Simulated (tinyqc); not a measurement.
Worked calculation: band edges of strained Si(1-x)Ge(x) on relaxed Si(1-y)Ge(y). Values are carried at full precision from step to step, so a last printed digit may differ when a step is redone from the rounded ones.

Values are linear in the Ge fraction but for ED(x) = linear - CD x (1 - x) and a(x) = linear - Ca x (1 - x). Energies are on the common scale of Ev.

Parameters, chosen for this exercise (end members near Si and Ge, in this order; not measured data):
```
symbol  value           unit      meaning
a       (5.434, 5.651)  angstrom  lattice constant
Dso     (0.044, 0.289)  eV        spin-orbit splitting
av      (2.45, 1.24)    eV        valence hydrostatic potential
b       (-2.12, -2.52)  eV        tetragonal shear potential
d       (-4.85, -5.34)  eV        trigonal shear potential
C11     (163.7, 130.1)  GPa
C12     (62.9, 48.5)    GPa
C44     (79.4, 66.3)    GPa
Ev      (0, 0.6)        eV        top of the unstrained valence band
ED      (1.164, 0.925)  eV        gap to the Delta valleys
EL      (2.049, 0.749)  eV        gap to the L valleys
aD      (1.56, 1.24)    eV        hydrostatic potential of the Delta gap
aL      (-3.07, -2.99)  eV        hydrostatic potential of the L gap
XuD     (8.9, 9.14)     eV        uniaxial potential, Delta
XuL     (15.66, 14.86)  eV        uniaxial potential, L
CD      0.196           eV        bowing of the Delta gap
Ca      0               angstrom  bowing of the lattice constant
x       1                         Ge fraction of the layer
y       0.52                      Ge fraction of the relaxed buffer
face    001                       growth face
```

## Values of the layer and the buffer

Interpolate at x and at y.

Interpolated values (a in angstrom, C11, C12, C44 in GPa, all else in eV):
```
symbol     layer    buffer
a         5.6510    5.5468
Dso       0.2890    0.1714
av        1.2400    1.8208
b        -2.5200   -2.3280
d        -5.3400   -5.1048
C11     130.1000  146.2280
C12      48.5000   55.4120
C44      66.3000   72.5880
Ev        0.6000    0.3120
ED        0.9250    0.9908
EL        0.7490    1.3730
aD        1.2400    1.3936
aL       -2.9900   -3.0284
XuD       9.1400    9.0248
XuL      14.8600   15.2440
```

## Strain of the layer on a (001) buffer

Coherent growth on a (001) face: e_par = (a(y) - a(x))/a(x), e_perp = -2 (C12/C11) e_par; exx = eyy = e_par, ezz = e_perp, no shear.

Use the elastic constants of the layer.

e_par = -0.018432
e_perp = 0.013743

strain tensor in the cubic axes:
```
           x          y         z
x  -0.018432   0.000000  0.000000
y   0.000000  -0.018432  0.000000
z   0.000000   0.000000  0.013743
```

The layer is under compression in the plane; its volume changes by -2.312 %.

## Conduction valleys of the layer

A valley with unit axis u lies at Ev + gap + (av + a_valley) tr(e) + Xu (u.e.u - tr(e)/3); the Delta axes are x, y, z and the L axes [111], [1-1-1], [-11-1], [-1-11]. The second-order shift of the Delta valleys under shear is left out; it lowers the pair normal to the sheared plane by tens of meV at a shear of 1 %.

Give the hydrostatic shifts, the uniaxial shifts and the edges.

hydrostatic shifts of Delta and L (eV): -0.0573  0.0405

uniaxial shifts (eV): Delta x -0.0980, Delta y -0.0980, Delta z 0.1961, L [111] 0.0000, L [1-1-1] 0.0000, L [-11-1] 0.0000, L [-1-11] 0.0000

valley edges (eV): Delta x 1.3696, Delta y 1.3696, Delta z 1.6637, L [111] 1.3895, L [1-1-1] 1.3895, L [-11-1] 1.3895, L [-1-11] 1.3895

The lowest set is Delta4 (the digit counts whole valleys) at 1.3696 eV; the Delta valleys spread over 294 meV and the L valleys over 0 meV. The lowest Delta and L edges are only 20 meV apart, within the spread of parameter sets.

## Valence edges of the layer

Valence edges: Ev plus the levels of the 6 x 6 matrix of X, Y, Z times spin with -Dso/3 + l exx + m (eyy + ezz) on the diagonal (cyclic), n exy off it, l = av + 2 b, m = av - b, n = sqrt(3) d. Spin-orbit term (Dso/3) L.sigma on X, Y, Z with (L_k)_ij = -i epsilon_kij: <X+|H|Y+> = -i Dso/3, <X+|H|Z-> = Dso/3, <Y+|H|Z-> = -i Dso/3, <Z+|H|X-> = -Dso/3, <Z+|H|Y-> = i Dso/3, <X-|H|Y-> = i Dso/3, and their conjugates; + and - are the spin along z.

Give the strain block and the three twofold edges.

strain block (eV):
```
        X       Y        Z
X  0.0524       0        0
Y       0  0.0524        0
Z       0       0  -0.1908
```

edges from the top (eV): 0.6524  0.5411  0.2315

The top two edges are split by 111 meV.

## Gap and offsets against the buffer

Buffer: Ev(y) and Ec = Ev(y) + min(ED, EL). dEc = Ec(buffer) - Ec(layer), dEv = Ev(layer) - Ev(buffer); positive values confine the carrier in the layer; type I if both have one sign.

gap of the strained layer = 0.7172 eV
gap of the buffer = 0.9908 eV
dEc = -0.0668 eV
dEv = 0.3404 eV

Type II: electrons collect in the buffer (67 meV) and holes in the layer (340 meV). The relaxed layer would have a gap of 0.749 eV, so strain has moved it by -32 meV.

## Checks

- Mean of the three Delta edges against the hydrostatic shift alone (eV): both 1.46766.

(tinyqc, `OMP_NUM_THREADS=1 python tinyqc.py 1081479 1081480 out.jsonl`, Intel(R) Xeon(R) Processor @ 2.30GHz, 1 thread, shared host, about 0.01 s.)
